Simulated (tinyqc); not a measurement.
# p-n heterojunction, non-linear Poisson equation by Newton steps, Boltzmann statistics: two studies

One dimension, material 1 (p-type) at x < 0 and material 2 (n-type) at x > 0. Band edges: Ec = -psi in material 1 and -psi + dEc in material 2, Ev = Ec - Eg. Flat quasi-Fermi levels: 0 for holes, +V for electrons. n = Nc F((EFn - Ec)/Vt), p = Nv F((Ev - EFp)/Vt), with F(eta) = exp(eta) (Boltzmann statistics); full ionisation, no interface charge, classical densities; the doping types are chosen for the exercise.

Inputs (values chosen for the exercise); band and dielectric values close to those of InP and In0.53Ga0.47As:

| symbol | value | unit | meaning |
|---|---|---|---|
| T | 300 | K | temperature |
| Eg1 | 1.34 | eV | band gap of material 1 |
| er1 | 12.5 |  | relative permittivity of material 1 |
| Nc1 | 5.69e17 | cm^-3 | conduction-band density of states of material 1 |
| Nv1 | 1.09e19 | cm^-3 | valence-band density of states of material 1 |
| Eg2 | 0.733 | eV | band gap of material 2 |
| er2 | 14 |  | relative permittivity of material 2 |
| Nc2 | 2.1e17 | cm^-3 | conduction-band density of states of material 2 |
| Nv2 | 7.8e18 | cm^-3 | valence-band density of states of material 2 |
| dEc | -0.26 | eV | conduction-band offset Ec2 - Ec1 |
| N1 | 1.1e17 | cm^-3 | acceptor density of material 1 |
| N2 | 1.6e16 | cm^-3 | donor density of material 2 |
| V | 0 | V | bias of side 1 against side 2 |

Constants: q = 1.602176634e-19 C, kB = 1.380649e-23 J/K, Vt = kB T/q, eps0 = 8.8541878128e-14 F/cm where lengths are in cm. Results are converted to the units shown.

Each table varies one quantity; the others keep the values above.

## Effect of the conduction-band offset Ec2 - Ec1

Exact first integral: on each side D^2/(2 eps0 er) = G, G = q [Vt (nI_j - nI_b) + Vt (pI_j - pI_b) - C (psi_j - psi_b)], with C = -N1 or +N2, b the neutral end of that side, and nI, pI the densities themselves. D is continuous, so er1 G1(psi_j) = er2 G2(psi_j) fixes psi_j. Ends from Nv1 F((-psi_L - Eg1)/Vt) = N1 and Nc2 F((V + psi_R - dEc)/Vt) = N2. D is counted positive when psi rises towards material 2. Depletion (Anderson) capacitance C^2 = q eps0 er1 er2 N1 N2/(2 (er1 N1 + er2 N2)(psi_R - psi_L)). -dD/dV is the change of the displacement at the interface with both quasi-Fermi levels flat; it is the terminal capacitance only while neither side holds an inversion layer. n_j and p_j are densities at the interface.

Effect of the conduction-band offset Ec2 - Ec1:
```
dEc (eV),psi_R - psi_L (V),psi_j - psi_L (V),psi_R - psi_j (V),D/q (cm^-2),n_j in 1 (cm^-3),p_j in 2 (cm^-3),-dD/dV (nF/cm^2),depletion C (nF/cm^2)
-0.56,0.5946,0.1035,0.4911,3.446e11,0.09527,8.847e15,45.77,47.93
-0.49,0.6646,0.1247,0.5399,3.881e11,0.2166,5.834e16,28.99,45.34
-0.41,0.7446,0.1712,0.5734,4.701e11,1.307,2.135e17,12.63,42.83
-0.34,0.8146,0.2246,0.5900,5.496e11,10.31,4.059e17,6.814,40.95
-0.26,0.8946,0.2922,0.6024,6.362e11,141.0,6.551e17,3.979,39.08
-0.18,0.9746,0.3634,0.6112,7.163e11,2216,9.202e17,2.629,37.44
-0.11,1.045,0.4275,0.6172,7.812e11,2.637e4,1.160e18,1.957,36.16
-0.03,1.125,0.5019,0.6227,8.506e11,4.691e5,1.439e18,1.474,34.85
0.04,1.195,0.5678,0.6269,9.075e11,6.001e6,1.687e18,1.192,33.82
```

As dEc goes from -0.56 to 0.04, the total bending rises from 0.595 to 1.19 V and the sheet charge D/q rises from 3.45e11 to 9.08e11 cm^-2; the share of the bending in material 1 rises from 17.4 to 47.5 %. The alignment is staggered for dEc = 0.04 eV. The capacitance departs most from the depletion formula at dEc = 0.04, where it is 96 % below it, and there the holes at the interface in material 2 outnumber its donors: an inversion layer has formed, which screens D from the bias.

## Effect of the acceptor density of material 1

Same model as above.

Effect of the acceptor density of material 1:
```
N1 (cm^-3),psi_R - psi_L (V),psi_j - psi_L (V),psi_R - psi_j (V),D/q (cm^-2),n_j in 1 (cm^-3),p_j in 2 (cm^-3),-dD/dV (nF/cm^2),depletion C (nF/cm^2)
5.5e15,0.8172,0.6116,0.2056,2.110e11,6.533e8,1.414e11,22.08,21.37
1.3e16,0.8394,0.4824,0.3570,2.864e11,1.871e6,4.938e13,29.07,28.21
3e16,0.8610,0.3434,0.5176,3.628e11,3745,2.467e16,21.71,33.99
7.1e16,0.8833,0.2991,0.5842,5.177e11,284.8,3.244e17,6.015,37.90
1.7e17,0.9059,0.2884,0.6175,7.852e11,78.61,1.175e18,2.855,39.83
3.9e17,0.9273,0.2847,0.6426,1.181e12,29.75,3.105e18,1.686,40.47
9.3e17,0.9498,0.2831,0.6667,1.818e12,11.74,7.868e18,1.039,40.51
2.2e18,0.9721,0.2825,0.6896,2.793e12,4.839,1.909e19,0.6620,40.26
```

Read the table: what changes, and by how much?

As N1 goes from 5.5e15 to 2.2e18, the total bending rises from 0.817 to 0.972 V and the sheet charge D/q rises from 2.11e11 to 2.79e12 cm^-2; the share of the bending in material 1 falls from 74.8 to 29.1 %. The capacitance departs most from the depletion formula at N1 = 2.2e18, where it is 98 % below it, and there the holes at the interface in material 2 outnumber its donors: an inversion layer has formed, which screens D from the bias. For N1 = 3.9e17, 9.3e17, 2.2e18 a density at the interface exceeds 0.3 of the band density of states, which Boltzmann statistics overestimate.

Computed by the program tinyqc: `OMP_NUM_THREADS=1 python tinyqc.py 2040133 2040134 out.jsonl`, one thread of a shared Intel Xeon 2.30GHz, about 0.05 s for the whole run.
